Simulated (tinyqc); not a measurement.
## Well width from the intersubband spacing

Inverse problem. In an empty well of width L and depth Vb, level k solves kw L/2 = (k - 1) pi/2 + arctan(sqrt((mw/mb)(Vb - E)/E)) with kw = sqrt(mw E/C), C = hbar^2/(2 m0). Find L, E1 and E2 from the spacing.

Parameters, values chosen for the exercise; material values those of a made-up well:
- mw = 0.0625 m0 (mass along z in the well)
- mb = 0.0791 m0 (mass along z in the barriers)
- Vb = 0.134 eV (barrier height)

Constants: q = 1.602176634e-19 C, hbar = 1.054571817e-34 J s, m0 = 9.1093837015e-31 kg, hbar^2/(2 m0) = 0.0380998212 eV nm^2. Results are converted to the units shown.

E2 - E1 = 31.354402 meV

Answer. Both levels are solved for trial widths until their difference matches. A second level is bound only for L above 6.70 nm, and over that range one width gives this spacing.

L = 19.00 nm
E1 = 10.59 meV
E2 = 41.95 meV

Computed by the program tinyqc: `OMP_NUM_THREADS=1 python tinyqc.py 2140040 2140041 out.jsonl`, one thread of a shared Intel Xeon 2.30GHz, about 0.2 s for the whole run.
